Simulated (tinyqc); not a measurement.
# Worked calculation: one-diode model of a solar cell

Program tinyqc, `OMP_NUM_THREADS=1 python tinyqc.py 2280047 2280048 out.jsonl`; Intel Xeon 2.30GHz, shared host, one thread, about 0.01 s. Printed values are rounded.

J is the current delivered and Vj = V + J Rs the junction voltage. J = X JL - J01 (exp(Vj/(n1 Vt)) - 1) - Vj/Rp. The photocurrent does not depend on voltage.

Values chosen for this exercise; values of the order met in cells of silicon:

| symbol | value | unit | meaning |
|---|---|---|---|
| T | 348 | K | temperature |
| JL | 35 | mA/cm^2 | photocurrent at one sun |
| X | 10 | suns | concentration |
| J01 | 4.1e-10 | A/cm^2 | saturation current of the diode |
| n1 | 1.01 |  | ideality factor of the diode |
| Rs | 0.098 | ohm cm^2 | series resistance |
| Rp | 600 | ohm cm^2 | shunt resistance |
| Pin | 100 | mW/cm^2 | incident power at one sun |

Constants: q = 1.602176634e-19 C, kB = 1.380649e-23 J/K, Vt = kB T/q. Results are converted to the units shown.

## Starting value

Vj = 0.56 V.

Vj at the start = 0.56 V

## Iteration 1: new Vj

Open circuit: J(Vj) = 0. G = -dJ/dVj = J01 exp(Vj/(n1 Vt))/(n1 Vt) + 1/Rp. Vj(new) = Vj + J/G.

J = 305.166 mA/cm^2
G = 1.45111 S/cm^2
Vj after iteration 1 = 0.770298 V

## Iteration 2: new Vj

As before.

J = -45137.8 mA/cm^2
G = 1501.79 S/cm^2
Vj after iteration 2 = 0.740242 V

## Iteration 3: new Vj

As before.

J = -16513.6 mA/cm^2
G = 556.731 S/cm^2
Vj after iteration 3 = 0.710580 V

## Course of the iteration

Stop when the step is below 1e-10 V, or after 80 iterations.

Course of the iteration:
```
iteration  Vj before the step (V)   step (V)
1                            0.56      0.210
2                        0.770298    -0.0301
3                        0.740242    -0.0297
4                        0.710580    -0.0286
5                        0.681961    -0.0260
6                        0.655965    -0.0202
7                        0.635805    -0.0106
8                        0.625224   -2.34e-3
9                        0.622884   -9.52e-5
10                       0.622788   -1.50e-7
11                       0.622788  -3.71e-13
```

Converged in 11 iterations.

## Figures of merit

Jsc at V = 0, Voc at J = 0, the maximum power point where J (1 + 2 Rs G) = G Vj with G = -dJ/dVj; FF = Vmp Jmp/(Voc Jsc); efficiency Vmp Jmp/(X Pin). Empirical fill factor without parasitics FF0 = (v - ln(v + 0.72))/(v + 1), v = Voc/(n1 Vt).

Jsc = 349.943 mA/cm^2
Voc = 0.622788 V
Vmp = 0.505434 V
Jmp = 328.154 mA/cm^2
FF = 0.761035
efficiency = 16.5860 %
FF0 = 0.811805

FF is 6.3 % below FF0. Removing one loss at a time changes the efficiency by: series resistance +1.06, shunt +0.04 points.
